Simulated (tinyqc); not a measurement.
# Gap and mass from two generation rates

Question. In the two-band model the band-to-band tunnelling rate in a uniform field is G = A F^2 exp(-B/F), with B = pi sqrt(m/C) Eg^1.5/4 (V/nm), A = 1e21 (2 q/h) m Eg/(16 pi C B) for G in cm^-3 s^-1 and F in V/nm, C = hbar^2/(2 m0). Find B, A, Eg and m.

Constants: q = 1.602176634e-19 C, hbar = 1.054571817e-34 J s, h = 6.62607015e-34 J s, m0 = 9.1093837015e-31 kg, hbar^2/(2 m0) = 0.0380998212 eV nm^2. Results are converted to the units shown.

G at F = 0.08 and 0.15 V/nm (cm^-3 s^-1): 9.3456557e28  8.4479884e30

Answer. The slope of ln(G/F^2) against 1/F is -B and the intercept gives A. The product A B fixes m Eg, and B = (pi/4) Eg sqrt(m Eg/C) then gives Eg.

B = 0.557 V/nm
A = 1.54e34 cm^-3 s^-1 (V/nm)^-2
Eg = 0.752 eV
m = 0.0450 m0

Computed by the program tinyqc: `OMP_NUM_THREADS=1 python tinyqc.py 2620161 2620162 out.jsonl`, one thread of a shared Intel Xeon 2.30GHz, about 0.01 s for the whole run.
